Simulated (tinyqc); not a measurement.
Deformation-potential model of the X valleys of a conduction band: one step. Valley shifts. Two cases, with inputs chosen for the exercise.

Task: Apply the Herring-Vogt formula to each valley.

Valleys with axes along x, y and z, one whole valley each. Herring-Vogt shift of a valley with unit axis a: dE = Xd tr(e) + Xu a.e.a. Non-degenerate shares n_i = exp(-dE_i/kT)/sum_j exp(-dE_j/kT). Inverse mass tensor of a valley: (1 - a a)/mt + a a/ml; the masses are taken as independent of strain.

Give: Xd tr(e); a.e.a; shifts dE.

Case 1.

Values chosen (out of a larger set: near those of AlAs; not measured data): Xd = 1.05 eV (dilation potential); Xu = 6.05 eV (uniaxial potential).

strain tensor, rows x, y, z and columns alike:
$$\begin{pmatrix}
0.00241399 & 0.00509768 & 0.00509768 \\
0.00509768 & 0.00241399 & 0.00509768 \\
0.00509768 & 0.00509768 & 0.00241399
\end{pmatrix}$$

Result:

Xd tr(e) = 7.60 meV

a.e.a: x 0.002414, y 0.002414, z 0.002414

shifts dE (meV): x 22.21, y 22.21, z 22.21

All valleys shift alike: this load keeps them equivalent by symmetry.

Case 2.

Values chosen (out of a larger set: near those of GaP; not measured data): Xd = 1.54 eV (dilation potential); Xu = 6.35 eV (uniaxial potential).

strain tensor, rows x, y, z and columns alike:
$$\begin{pmatrix}
0.00458805 & 0.00000000 & 0.00000000 \\
0.00000000 & 0.00458805 & 0.00000000 \\
0.00000000 & 0.00000000 & -0.00409071
\end{pmatrix}$$

Result:

Xd tr(e) = 7.83 meV

a.e.a: x 0.004588, y 0.004588, z -0.004091

shifts dE (meV): x 36.97, y 36.97, z -18.14

The lowest valley is z, 55.1 meV below the highest; the mean shift over all valleys is (Xd + Xu/3) tr(e) = 18.60 meV.

Computed by tinyqc, one run a case: `OMP_NUM_THREADS=1 python tinyqc.py N N+1 out.jsonl` with N = 1050124, 1050321; one thread of a shared Intel(R) Xeon(R) Processor @ 2.30GHz, about 0.01 s a run at most.
